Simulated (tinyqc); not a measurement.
Two-band k.p model of the Delta valleys near the X point under shear strain, step by step. Values are carried at full precision from step to step, so a last printed digit may differ when a step is redone from the rounded ones.

Constants: hbar^2/2m0 = 3.80998211 eV angstrom^2.

Parameters, chosen for this exercise (near those of Si; the results hold for these values, not for the real material): a = 5.421 angstrom (lattice constant); ml = 0.899 m0 (longitudinal mass); mt = 0.197 m0 (transverse mass); kx0 = 0.148 2 pi/a (distance of the minimum from X); D = 13 eV (shear deformation potential); Mp = 0.243 m0 (coupling mass); exy = 0.0098 (shear strain); k = (-0.025, 0.012, 0.198) 1/angstrom (wave vector from X).

## Scales

k0 = kx0 2 pi/a; Delta = 2 c k0^2/ml with c = hbar^2/2m0, half the splitting of the two bands at k0; eta = D exy/Delta measures the shear coupling against it.

k0 = 0.17154 1/angstrom
Delta = 0.24941 eV
eta = 0.5108
splitting of the two bands at X, 2 |D exy| = 0.2548 eV

## The Hamiltonian at one k

Valley pair on the [001] axis, kz counted from the X point, c = hbar^2/2m0, k0 = kx0 2 pi/a. H = (c kz^2/ml + c (kx^2 + ky^2)/mt + c k0^2/ml) 1 + (2 c k0 kz/ml) sigma_z + (D exy - 2 c kx ky/Mp) sigma_x, so E = c kz^2/ml + c (kx^2 + ky^2)/mt + c k0^2/ml -/+ sqrt((2 c k0 kz/ml)^2 + (D exy - 2 c kx ky/Mp)^2). Without strain the lower band has its minima, E = 0, at kz = +/- k0. Shifts from diagonal strain are left out.

Fill in the 2 x 2 matrix (sigma_z diagonal) and give its levels.

H(k) (eV):
```
[[0.5936, 0.1368],
 [0.1368, 0.0178]]
```

levels (eV): [-0.0130, 0.6245]

## Position, depth and masses of the minimum

For |eta| < 1: k_min = k0 sqrt(1 - eta^2), E_min = -Delta eta^2/2, ml(eta) = ml/(1 - eta^2), 1/m[110] = 1/mt + eta/Mp, 1/m[1-10] = 1/mt - eta/Mp. For |eta| > 1 the minimum sits at X: E_min = -Delta (2 |eta| - 1)/2, ml(eta) = ml/(1 - 1/|eta|), and eta is replaced by its sign in the transverse masses.

k_min = 0.1475 1/angstrom
E_min = -32.54 meV
ml(eta) = 1.216 m0

masses along [110] and [1-10] (m0): [0.1393, 0.3362]

The minimum has moved 14.0 % of the way to X; electrons are lighter along [110] (-29.3 % against mt) and heavier across (+70.7 %).

## The two bands along kz

kx = ky = 0, kz from 0 to 1.6 k0 in steps of 0.2 k0, with and without the strain.

Levels (eV):
```
kz/k0  kz (1/angstrom)    lower   upper  lower, no strain  upper, no strain
0.0             0.0000  -0.0027  0.2521            0.1247            0.1247
0.2             0.0343  -0.0071  0.2665            0.0798            0.1796
0.4             0.0686  -0.0172  0.3065            0.0449            0.2444
0.6             0.1029  -0.0269  0.3661            0.0200            0.3192
0.8             0.1372  -0.0322  0.4413            0.0050            0.4040
1.0             0.1715  -0.0307  0.5295            0.0000            0.4988
1.2             0.2058  -0.0210  0.6296            0.0050            0.6036
1.4             0.2402  -0.0026  0.7408            0.0200            0.7183
1.6             0.2745   0.0251  0.8629            0.0449            0.8430
```

## Checks

- Depth of the minimum by numerical search against the closed form (eV): both -0.032538.
- Mass along [110] by finite differences against the closed form: both 0.1393.

Run: tinyqc, `OMP_NUM_THREADS=1 python tinyqc.py 1081191 1081192 out.jsonl`; Intel(R) Xeon(R) Processor @ 2.30GHz, one thread, shared host; about 0.01 s of CPU time with all checks.
